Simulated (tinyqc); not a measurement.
Inside a calculation. Model: strained alloy layer of InP and GaP on (001) GaAs, model-solid band line-up.

Program tinyqc, `OMP_NUM_THREADS=1 python tinyqc.py 2690085 2690086 out.jsonl`; Intel Xeon 2.30GHz, shared host, one thread, about 0.01 s. Printed values are rounded.

The layer is x parts of the first compound and 1 - x of the second, grown coherently on the third as substrate and barrier. Rows of the table: lattice constant a, average valence level Ea on an absolute scale, spin-orbit splitting so, gaps at Gamma, X and L, hydrostatic deformation potentials av and ac (Gamma), shear potential b, elastic constants, electron and heavy-hole (along z) masses. All are interpolated linearly in x; gaps get -C x (1 - x), taken wholly in the conduction band; real line-ups can differ from this model by 0.1 eV or more.

Values chosen for this exercise:

| symbol | value | unit | meaning |
|---|---|---|---|
| x | 0.62 |  | fraction of the first compound in the layer |
| CG | 0.65 | eV | bowing of the Gamma gap |
| CX | 0.2 | eV | bowing of the X gap |
| CL | 1.03 | eV | bowing of the L gap |

## Relaxed alloy and strain

Binary compounds, values chosen for the exercise:
```
              close to InP  close to GaP  close to GaAs
a (angstrom)         5.869         5.451          5.653
Ea (eV)              -7.04          -7.4          -6.92
so (eV)               0.11        0.0799          0.344
EG (eV)               1.35          2.81           1.41
EX (eV)               2.22          2.27           1.91
EL (eV)               1.94          2.62           1.69
av (eV)               1.25           1.7           1.16
ac (eV)              -5.08         -7.07          -7.18
b (eV)               -1.72         -1.82          -1.71
c11 (GPa)             99.7           142            120
c12 (GPa)             56.8          62.3           54.6
me (m0)             0.0807         0.128         0.0671
mh (m0)              0.531         0.326          0.349
```

In-plane strain e = (a_substrate - a)/a, e_z = -2 (c12/c11) e, volume change 2 e + e_z.

a = 5.71016 angstrom
Gamma gap = 1.75166 eV
X gap = 2.19188 eV
L gap = 1.95573 eV
e = -1.00102 %
e_z = 1.01837 %
volume change = -0.983678 %

The relaxed alloy has its lowest gap at Gamma (direct). The layer is under compressive in-plane strain.

## Band edges and offsets

In-plane strain e = (a_substrate - a)/a, e_z = -2 (c12/c11) e, volume change 2 e + e_z. With v = 2 e + e_z and d = 2 b (e_z - e): Eav = Ea + av v; E_hh = Eav + so/3 - d/2; E_lh = Eav - so/6 + d/4 + sqrt(so^2 + so d + 9 d^2/4)/2; E_c = Ea + so/3 + EG + ac v (Gamma). Substrate: E_v = Ea + so/3, E_c = E_v + EG. Well depths: dEc = E_c(substrate) - E_c, dEhh = E_hh - E_v(substrate), dElh likewise; strained Gamma gap E_c - max(E_hh, E_lh); positive values confine carriers in the layer.

d = -0.0710018 eV
E_hh = -7.12242 eV
E_lh = -7.16567 eV
E_c = -5.33488 eV
strained Gamma gap = 1.78755 eV
dEc = -0.0604568 eV
dEhh = -0.317090 eV
dElh = -0.360336 eV

The heavy-hole band lies on top, by 43.2 meV. At Gamma the line-up is type I, the layer is a barrier for both carriers.

## Critical thickness

In-plane strain e = (a_substrate - a)/a. Matthews-Blakeslee for 60-degree dislocations in a single layer: hc = k (ln(hc/bv) + 1), k = bv (1 - nu/4)/(4 pi |e| (1 + nu)), nu = c12/(c11 + c12), bv = a/sqrt(2); the larger root.

nu = 0.337162
bv = 0.403769 nm
hc = 9.02833 nm

The layer, Lw = 5 nm, is thinner than hc, so it stays coherent by this criterion.
